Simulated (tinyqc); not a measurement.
Lattice vibrations of a chain, step by step. One step of it, computed by the program tinyqc.

Question. Dynamical matrix at q = 0.07. q is in units of 2 pi/a. A spring k from atom i to atom j, n cells on, adds k to Phi_ii and Phi_jj, -k exp(2 pi i q n) to Phi_ij and the conjugate to Phi_ji (for one atom a cell: 2k (1 - cos 2 pi q n)); D_ij = Phi_ij / sqrt(m_i m_j).

A chain moving along its axis:

| atom | mass (u) | spring to the next atom (eV/angstrom^2) |
|---|---|---|
| 1 | 95.400000 | 3.700000 |
| 2 | 63.900000 | 3.100000 |
| 3 | 48.200000 | 28.400000 |
| 4 | 42.300000 | 29.200000 |

Give: D(q).

Answer.

D(q) (eV/(angstrom^2 u)), lower triangle (Hermitian):
```
                 1        2        3       4
1           0.3449
2          -0.0474   0.1064
3           0.0000  -0.0559   0.6535
4  -0.4159-0.1957i   0.0000  -0.6290  1.3617
```
